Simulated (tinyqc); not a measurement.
Inside a calculation. Method: Hubbard ring of 4 sites. Computed by tinyqc, a small Python program that keeps every step. Settings: hopping = 1.67, U = 4.7, mixing = 1, iteration cap = 61. Command: `OMP_NUM_THREADS=1 python tinyqc.py 26535 26536 out.jsonl` (the two numbers bound the seeds that draw the settings). One thread of a shared host (Intel(R) Xeon(R) Processor @ 2.60GHz), about 0.2 s of CPU time with the checks. Later iterations appear only in the table of the cycle.

## Mean-field iteration 1

one-body matrix (hopping and site energies) (eV):
```
,1,2,3,4
1,-0.96000,-1.67000,0.00000,-1.67000
2,-1.67000,0.20000,-1.67000,0.00000
3,0.00000,-1.67000,0.80000,-1.67000
4,-1.67000,0.00000,-1.67000,0.82000
```

U = 4.70000 eV

electrons, up and down: 3  2

mixing = 1

n(up) at the start (a guess, not normalised): 1 1.00000, 2 0.45000, 3 1.00000, 4 0.45000

n(down) at the start (a guess): 1 0.20000, 2 0.80000, 3 0.20000, 4 0.80000

H(up) = T + U n(down), H(down) = T + U n(up); fill the lowest levels; n(new) = n + mixing (n(out) - n); E = tr T (rho up + rho down) + U sum n_up n_down of the output.

levels, up (eV): -1.43743  1.06791  4.24303  6.38649

levels, down (eV): 0.05163  2.63867  4.49617  7.30352

energy = 1.38901 eV

n(up) after iteration 1: 1 0.90400, 2 0.74270, 3 0.81751, 4 0.53578

n(down) after iteration 1: 1 0.26312, 2 0.84065, 3 0.11784, 4 0.77839

## Mean-field iteration 2

As before.

levels, up (eV): -1.30733  0.90155  4.30657  6.35922

levels, down (eV): 0.32798  3.51288  3.95059  7.16855

energy = 1.30668 eV

n(up) after iteration 2: 1 0.89074, 2 0.69333, 3 0.83865, 4 0.57729

n(down) after iteration 2: 1 0.33673, 2 0.71691, 3 0.15489, 4 0.79147

## Mean-field iteration 3

As before.

levels, up (eV): -1.16980  1.12692  3.99545  6.30743

levels, down (eV): 0.31739  3.49586  3.96034  7.18641

energy = 1.30053 eV

n(up) after iteration 3: 1 0.88204, 2 0.78963, 3 0.83312, 4 0.49521

n(down) after iteration 3: 1 0.33942, 2 0.76533, 3 0.14659, 4 0.74867

## Convergence

Each step fills the lowest levels of T + U n(other spin) and sets n(new) = n + mixing (n(out) - n); stop when output and input agree to 1e-8.

Course of the cycle:
```
iteration,E (eV),largest |n(out) - n(in)|,mean |n_up - n_down|
1,1.3890124,2.93e-01,0.42027
2,1.3066815,1.24e-01,0.36889
3,1.3005257,9.63e-02,0.37673
4,1.3003743,1.23e-01,0.38076
5,1.2967757,1.23e-01,0.41884
6,1.2868494,1.64e-01,0.41559
7,1.2685628,1.18e-01,0.45760
8,1.2494653,1.58e-01,0.45171
9,1.2316187,7.66e-02,0.48083
10,1.2196926,1.08e-01,0.47755
11,1.2124762,4.34e-02,0.49104
...,...,...,...
49,1.2050165,1.84e-07,0.49378
50,1.2050165,2.55e-07,0.49378
51,1.2050165,9.73e-08,0.49378
52,1.2050165,1.34e-07,0.49378
53,1.2050165,5.13e-08,0.49378
54,1.2050165,7.09e-08,0.49378
55,1.2050165,2.71e-08,0.49378
56,1.2050165,3.74e-08,0.49378
57,1.2050165,1.43e-08,0.49378
58,1.2050165,1.97e-08,0.49378
59,1.2050165,7.52e-09,0.49378
```

local moments n_up - n_down: 1 0.29672, 2 0.46788, 3 0.72296, 4 -0.48757

Converged in 59 iterations. But random starts reach 0.76428 eV, so this is another stationary point, not the lowest one. Reruns (cap 100 unless said): mixing 0.2: not converged; mixing 0.5: not converged; mixing 0.9: converged in 62 to a higher stationary point (E = 1.20502). Before convergence this energy mixes input and output and is not variational, so it may rise towards its limit.

## Exact diagonalisation (24 states)

Lowest levels of the sector, and the double occupancy of the lowest state.

lowest levels (eV): 0.37775  0.80101  2.27719  3.08057  3.19855  5.03769

double occupancy per site = 0.31463

The mean-field solution above lies 0.8273 eV above the exact energy.

## The lowest level by Lanczos steps

From a random start vector (not printed): a_j = <q_j|H|q_j>, b_j = norm of the remainder after orthogonalising; the Ritz value is the lowest eigenvalue of the tridiagonal matrix of a and b so far.

Lanczos:
```
j,a_j (eV),b_j (eV),lowest Ritz value (eV)
1,6.98017,4.01269,6.9801737
2,7.08613,3.90348,3.0201128
3,9.64745,4.18692,1.9265093
4,4.99018,3.69089,0.9402931
5,11.37298,3.30265,0.5041674
6,8.72750,2.87831,0.4333594
7,5.81859,3.61713,0.4146109
8,7.03623,2.57671,0.3989157
9,7.77236,4.58875,0.3938103
10,7.03146,4.27109,0.3871645
```
